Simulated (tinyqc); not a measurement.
Inside a calculation. Method: MP2 on RHF in the sto-3g basis, for H4, spin multiplicity 1. Computed by tinyqc, a small Python program that keeps every step (integrals from PySCF). Settings: charge = 0, multiplicity = 1, basis = sto-3g, method = RHF, energy threshold = 1e-10, iteration cap = 63, orthogonalisation = symmetric, start = core, DIIS depth = 6. Command: `OMP_NUM_THREADS=1 python tinyqc.py 28020 28021 out.jsonl` (the two numbers bound the seeds that draw the settings). One thread of a shared host (Intel(R) Xeon(R) Processor @ 2.60GHz), about 0.1 s of CPU time with the checks. The early iterations of the SCF are left out here.

## One-electron integrals

Geometry (angstrom):
```
atom,x,y,z
H,0.000000,0.000000,0.000000
H,0.000000,0.000000,0.974000
H,0.000000,0.000000,2.256000
H,0.000000,0.000000,3.231000
```

Basis sto-3g: exponents (1/bohr^2) and contraction coefficients of normalised primitives:
```
element,l (shell),exponent,coefficient
H,s (1),3.425251,0.154329
H,s (1),0.623914,0.535328
H,s (1),0.168855,0.444635
```

Overlap, kinetic and nuclear-attraction integrals over the contracted functions; the nuclear repulsion is the sum of Za Zb / Rab.

nuclear repulsion = 2.13162974 hartree

overlap S, lower triangle:
```
,1H 1s,2H 1s,3H 1s,4H 1s
1H 1s,1.000000
2H 1s,0.511931,1.000000
3H 1s,0.077156,0.347358,1.000000
4H 1s,0.011078,0.077020,0.511332,1.000000
```

kinetic energy T (hartree), lower triangle:
```
,1H 1s,2H 1s,3H 1s,4H 1s
1H 1s,0.760032
2H 1s,0.121241,0.760032
3H 1s,-0.011475,0.036771,0.760032
4H 1s,-0.004799,-0.011475,0.120849,0.760032
```

nuclear attraction V (hartree), lower triangle:
```
,1H 1s,2H 1s,3H 1s,4H 1s
1H 1s,-2.149749
2H 1s,-1.083521,-2.394498
3H 1s,-0.150699,-0.724247,-2.394136
4H 1s,-0.020724,-0.150407,-1.081842,-2.149179
```

core Hamiltonian H = T + V (hartree), lower triangle:
```
,1H 1s,2H 1s,3H 1s,4H 1s
1H 1s,-1.389717
2H 1s,-0.962279,-1.634466
3H 1s,-0.162174,-0.687477,-1.634104
4H 1s,-0.025523,-0.161882,-0.960993,-1.389148
```

## Two-electron integrals

Functions are numbered as in S; the eight-fold symmetry (ij|kl) = (ji|kl) = (kl|ij) leaves the list below.

Two-electron integrals (ij|kl) in chemists' order, unique and non-zero (hartree):
```
i,j,k,l,(ij|kl)
1,1,1,1,0.774606
2,1,1,1,0.321490
2,1,2,1,0.168946
2,2,1,1,0.486592
2,2,2,1,0.321490
2,2,2,2,0.774606
3,1,1,1,0.033816
3,1,2,1,0.019973
3,1,2,2,0.044137
3,1,3,1,0.002956
3,2,1,1,0.114384
3,2,2,1,0.077162
3,2,2,2,0.198529
3,2,3,1,0.013712
3,2,3,2,0.072040
3,3,1,1,0.234267
3,3,2,1,0.153563
3,3,2,2,0.396094
3,3,3,1,0.033816
3,3,3,2,0.198529
3,3,3,3,0.774606
4,1,1,1,0.003719
4,1,2,1,0.002338
4,1,2,2,0.005530
4,1,3,1,0.000391
4,1,3,2,0.001957
4,1,3,3,0.005531
4,1,4,1,0.000056
4,2,1,1,0.020168
4,2,2,1,0.013299
4,2,2,2,0.033748
4,2,3,1,0.002524
4,2,3,2,0.013685
4,2,3,3,0.044057
4,2,4,1,0.000390
4,2,4,2,0.002945
4,3,1,1,0.099218
4,3,2,1,0.062356
4,3,2,2,0.153345
4,3,3,1,0.013306
4,3,3,2,0.077050
4,3,3,3,0.321015
4,3,4,1,0.002336
4,3,4,2,0.019912
4,3,4,3,0.168509
4,4,1,1,0.163778
4,4,2,1,0.099314
4,4,2,2,0.234164
4,4,3,1,0.020198
4,4,3,2,0.114319
4,4,3,3,0.486261
4,4,4,1,0.003719
4,4,4,2,0.033748
4,4,4,3,0.321015
4,4,4,4,0.774606
```

## Orthogonalisation

S = U s U^T; symmetric (Loewdin) form X = U s^(-1/2) U^T, so that X^T S X = 1.

eigenvalues of S: 0.354842  0.566959  1.286721  1.791478

X, lower triangle:
```
,1H 1s,2H 1s,3H 1s,4H 1s
1H 1s,1.127033
2H 1s,-0.325789,1.191104
3H 1s,0.046229,-0.233077,1.190715
4H 1s,-0.009473,0.046187,-0.325244,1.126662
```

## Iteration 7 (converged): orbitals

converged F (hartree), lower triangle:
```
,1H 1s,2H 1s,3H 1s,4H 1s
1H 1s,-0.258704
2H 1s,-0.490132,-0.306083
3H 1s,-0.103169,-0.275530,-0.305720
4H 1s,-0.002023,-0.103020,-0.489695,-0.258325
```

Diagonalise F' = X^T F X, C = X C', fill 2 alpha and 2 beta electrons from the bottom; D = 2 C_occ C_occ^T. Each column has its largest component positive (the first on a tie).

F' = X^T F X (hartree), lower triangle:
```
,1,2,3,4
1,-0.004457
2,-0.499774,0.038108
3,0.055455,-0.274472,0.037914
4,0.004051,0.055420,-0.499242,-0.004645
```

orbital energies (hartree): MO1 -0.577957, MO2 -0.425760, MO3 0.340995, MO4 0.729642

coefficients C:
```
,MO1,MO2,MO3,MO4
1H 1s,0.325569,-0.483942,0.746289,-0.693849
2H 1s,0.416911,-0.394406,-0.568782,0.963557
3H 1s,0.416079,0.395435,-0.570093,-0.962056
4H 1s,0.324607,0.484723,0.747145,0.691970
```

D after iteration 7, lower triangle:
```
,1H 1s,2H 1s,3H 1s,4H 1s
1H 1s,0.680389
2H 1s,0.653206,0.658742
3H 1s,-0.111810,0.035012,0.658981
4H 1s,-0.257792,-0.111691,0.653478,0.680653
```

## Convergence

Stop when the energy changes by less than 1e-10 hartree and every element of the error matrix X^T (F D S - S D F) X is below 3e-06.

Course of the cycle:
```
iteration,E (hartree),change,largest element of the error matrix
1,-1.96542327,-,4.05e-01
2,-2.13177523,-1.66e-01,1.99e-02
3,-2.13221462,-4.39e-04,2.67e-03
4,-2.13222408,-9.47e-06,1.58e-04
5,-2.13222412,-3.26e-08,1.64e-05
6,-2.13222412,-3.56e-10,1.50e-09
7,-2.13222412,0.000000,3.04e-09
```

PySCF RHF in the same basis = -2.13222412 hartree

Converged in 7 iterations.

## Integrals over molecular orbitals

(pq|rs) = sum C_ip C_jq C_kr C_ls (ij|kl), one index at a time.

one-electron integrals over orbitals h = C^T H C (hartree), lower triangle:
```
,1,2,3,4
1,-1.713144
2,0.000072,-1.546993
3,0.131428,0.000316,-1.172459
4,-0.000258,0.112689,0.000045,-0.931268
```

Two-electron integrals over orbitals (pq|rs), unique and non-zero (hartree):
```
p,q,r,s,(pq|rs)
1,1,1,1,0.456269
2,1,1,1,-0.000427
2,1,2,1,0.184444
2,2,1,1,0.431681
2,2,2,1,0.000355
2,2,2,2,0.442315
3,1,1,1,-0.057445
3,1,2,1,-0.000175
3,1,2,2,0.002515
3,1,3,1,0.108121
3,2,1,1,-0.000322
3,2,2,1,0.079012
3,2,2,2,0.000154
3,2,3,1,0.000170
3,2,3,2,0.113408
3,3,1,1,0.433647
3,3,2,1,0.000288
3,3,2,2,0.433845
3,3,3,1,-0.009080
3,3,3,2,0.000113
3,3,3,3,0.451885
4,1,1,1,0.000191
4,1,2,1,-0.028829
4,1,2,2,-0.000042
4,1,3,1,-0.000196
4,1,3,2,0.070644
4,1,3,3,-0.000023
4,1,4,1,0.091743
4,2,1,1,-0.064971
4,2,2,1,-0.000151
4,2,2,2,-0.011576
4,2,3,1,0.103538
4,2,3,2,0.000209
4,2,3,3,-0.009168
4,2,4,1,-0.000166
4,2,4,2,0.109104
4,3,1,1,-0.000394
4,3,2,1,0.178036
4,3,2,2,0.000378
4,3,3,1,-0.000156
4,3,3,2,0.080776
4,3,3,3,0.000320
4,3,4,1,-0.026498
4,3,4,2,-0.000151
4,3,4,3,0.190188
4,4,1,1,0.477124
4,4,2,1,-0.000342
4,4,2,2,0.453755
4,4,3,1,-0.061949
4,4,3,2,-0.000309
4,4,3,3,0.466176
4,4,4,1,0.000184
4,4,4,2,-0.071687
4,4,4,3,-0.000339
4,4,4,4,0.524091
```

## Second-order Moller-Plesset energy

Hartree-Fock energy = -2.13222412 hartree

E2 = sum_ijab (ia|jb) [2 (ia|jb) - (ib|ja)] / (e_i + e_j - e_a - e_b) over occupied i, j and virtual a, b; the opposite-spin part is (ia|jb)^2 / denominator, the rest is same-spin, and SCS-MP2 scales them by 6/5 and 1/3.

Terms:
```
i,j,a,b,(ia|jb),(ib|ja),denominator,term
2,2,3,3,0.113408,0.113408,-1.533511,-0.008387
1,2,3,4,0.103538,0.070644,-2.074354,-0.006810
2,1,4,3,0.103538,0.070644,-2.074354,-0.006810
1,1,3,3,0.108121,0.108121,-1.837904,-0.006361
2,2,4,4,0.109104,0.109104,-2.310804,-0.005151
1,1,4,4,0.091743,0.091743,-2.615197,-0.003218
1,2,4,3,0.070644,0.103538,-2.074354,-0.001286
2,1,3,4,0.070644,0.103538,-2.074354,-0.001286
2,2,3,4,0.000209,0.000209,-1.922157,-2.26e-08
2,2,4,3,0.000209,0.000209,-1.922157,-2.26e-08
1,1,4,3,-0.000196,-0.000196,-2.226551,-1.72e-08
1,1,3,4,-0.000196,-0.000196,-2.226551,-1.72e-08
2,1,3,3,0.000170,0.000170,-1.685708,-1.72e-08
1,2,3,3,0.000170,0.000170,-1.685708,-1.72e-08
1,2,4,4,-0.000166,-0.000166,-2.463000,-1.12e-08
2,1,4,4,-0.000166,-0.000166,-2.463000,-1.12e-08
```

Pair energies (hartree; pair i-j sums ij and ji):
```
pair,opposite spin,same spin
1-1,-0.009579,0
2-1,-0.015148,-0.001043
2-2,-0.013538,0
```

MP2 correlation energy = -0.03930809 hartree

SCS-MP2 correlation energy = -0.04626558 hartree

MP2 total energy = -2.17153220 hartree
